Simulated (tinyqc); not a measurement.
The internal displacement: deformation potentials from a strained empirical pseudopotential.

Diamond lattice, no spin-orbit coupling. Atomic form factor V(q) = a1 (q^2 - a2)/(a3 exp(a4 q^2) - 1) in rydberg with q in 1/bohr, for the unstrained cell. Under a strain e the reciprocal vectors and k go over into (1 + e)^(-1) G, the atoms sit at +/- tau with tau = (1 + e) a (1,1,1)/8 - zeta a (eyz, ezx, exy)/4, and H(G,G') = c |k + G|^2 delta + (V(q)/det(1 + e)) cos(q.tau), q = G - G', with the term q = 0 left out; c = hbar^2/2m0. The basis is fixed before straining: all G with |k + G|^2 up to 16 (2 pi/a)^2. k is given in units of 2 pi/a of the unstrained cell.

Constants: hbar^2/2m0 = 3.80998211 eV angstrom^2; Ry = 13.60569312 eV; a0 (Bohr radius) = 0.5291772105 angstrom.

Values chosen for the exercise (out of a larger set: a germanium-sized cell with gaps well above those of Ge; not measured data): a = 5.652 angstrom (lattice constant); A = (0.399, 2.44, 2.046, 0.452) (a1 (Ry bohr^2), a2 (1/bohr^2), a3, a4 (bohr^2)); h = 0.004 (size of the test strain).

Xu of L (level 5, the lowest empty one) and d from exy = eyz = ezx = h for several zeta: Xu = [E(L [111]) - E(L [1-1-1])]/((8/3) h), d = (single valence level - pair)/(3 sqrt(3) h). zeta = 0 strains the bonds with the lattice; zeta = 1 keeps all four bond lengths equal to first order.

Results:
```
zeta  Xu (L) (eV)  d (eV)
0.00         8.67    2.11
0.25         9.91   -0.34
0.50        11.17   -2.80
0.60        11.67   -3.78
0.75        12.43   -5.25
1.00        13.71   -7.70
```

What can be read from this table?

From zeta = 0 to 1, d goes from 2.11 to -7.70 eV and Xu (L) from 8.67 to 13.71 eV, both nearly linearly: the displacement is an optical-phonon mode, and d = d(0) - zeta d0/4 gives its deformation potential d0 = 39 eV. Leaving the relaxation out (zeta = 0 for 0.5) moves d by +4.91 eV, which reverses its sign, and Xu (L) by -2.50 eV. Tetragonal strain has no such freedom.

tinyqc: `OMP_NUM_THREADS=1 python tinyqc.py 1880210 1880211 out.jsonl`; about 0.2 s, one thread, shared Intel(R) Xeon(R) Processor @ 2.30GHz.
